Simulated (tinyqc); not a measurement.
# Anisotropic wet etching of Si(100): plane rates, V-grooves, membranes and undercut, step by step

A worked calculation. Computed by tinyqc, a small Python program that keeps every step. Command: `OMP_NUM_THREADS=1 python tinyqc.py 3012473 3012474 out.jsonl wetetch walk`. One thread of a shared host (Intel(R) Xeon(R) Processor @ 2.30GHz), about 0.01 s of CPU time with the checks. Intermediate numbers are printed to about 5 digits and carried at full precision; extremes and crossings named in words are read from the listed rows.

A long slot opens the mask on a (100) wafer. The floor etches at R100; (111) walls stand at theta = arctan(sqrt2) = 54.7356 degrees to the surface and recede at R111 along their normal.

Inputs (values chosen for the exercise, close to those used for potassium hydroxide solutions): prefactor k0 of the (100) rate = 4.3e+08 um/min; activation energy of (100), E = 0.599 eV; ratio (100)/(111) at 80 C = 56; extra energy of (111), dE = 0.15 eV; ratio (100)/oxide at 80 C = 170; extra energy of the oxide, dE_ox = 0.28 eV; corner undercut rate over (100) rate, c = 1.5; bath temperature T = 70 C; width w (mask opening along <110>, or membrane width in the design step) = 3.6 um; misalignment of the mask = 0.5 degrees; etch time t = 420 min; wafer thickness d = 525 um; membrane thickness wanted = 45 um.

Constants: k_B = 8.617333262e-05 eV/K.

## Rates

R100 = k0 exp(-E/(k_B T)); a ratio given at 80 C scales as exp[(extra energy/k_B)(1/T - 1/353.15 K)]; R111 and R_ox follow by division. Temperatures in kelvin are T(C) + 273.15.

R100 = 0.68560 um/min

R111 = 0.010605 um/min

R_ox = 0.0030844 um/min

anisotropy R100/R111 = 64.650

## Shape after the time t

A misaligned edge exposes ledges and adds R100 sin(misalignment) to the lateral rate (a simple estimate): u = R111/sin(theta) + R100 sin(misalignment). Top width W = w + 2 u t; floor width b = W - 2 z/tan(theta) = W - sqrt2 z. The floor lasts until b = 0, at t_V = w/(sqrt2 R100 - 2u); depth z = R100 t before t_V and W/sqrt2 after.

lateral rate u = 0.018971 um/min

time t_V to close the V = 3.8641 min

top width W = 19.536 um

depth z = 13.814 um

floor width b = 0 um

The groove has closed to a V and now deepens at sqrt2 u = 0.0268 um/min, 3.9 % of R100.

## Designing a membrane from the back side

Etch depth d - membrane, time = depth/R100; for a membrane as wide as w the opening must be w + sqrt2 depth - 2 u time; oxide mask consumed R_ox x time; a 1 K error changes the depth by the fraction E/(k_B T^2); a convex mask corner, such as that of a mesa, would retreat by c x depth.

time to reach the membrane = 700.12 min

opening needed = 655.86 um

oxide consumed = 2159.5 nm

depth error per kelvin = 28.335 um

retreat of a convex corner = 720 um

The error per kelvin is 63 % of the membrane, so a timed etch cannot hold it and an etch stop is needed. The oxide loss calls for a nitride mask. A corner retreat larger than the depth shows why mesas need compensation structures. Caution: the remaining silicon is too narrow for its thickness to act as a membrane. Caution: rates also depend on concentration, doping, additives and stirring, all held fixed here.

## Speed against selectivity over temperature

Each row etches to the depth d - membrane; undercut per side = (R111/sin(theta) + R100 sin(misalignment)) x time.

Etching to a fixed depth:
```
T (C)  R100 (um/min)  R100/R111  time (h)  undercut (um)  oxide consumed (nm)
30            0.0473     126.26    168.97          8.845                619.1
40            0.0985     105.10     81.25          9.782                871.7
50            0.1957      88.49     40.88         10.832               1201.8
60            0.3733      75.28     21.43         11.998               1625.2
70            0.6856      64.65     11.67         13.282               2159.5
80            1.2167      56.00      6.58         14.687               2823.5
90            2.0921      48.89      3.82         16.213               3637.7
100           3.4942      43.00      2.29         17.861               4623.4
```

From 30 to 100 C the time falls by a factor 73.8, while the oxide loss grows by 7.47 and the undercut by 2.02: the slower planes and the mask have the higher activation energies, so heat costs selectivity. Misalignment gives 4.19 um of the undercut at any T.

Checks made by the program: depth against time integration (relative difference below 1e-10).
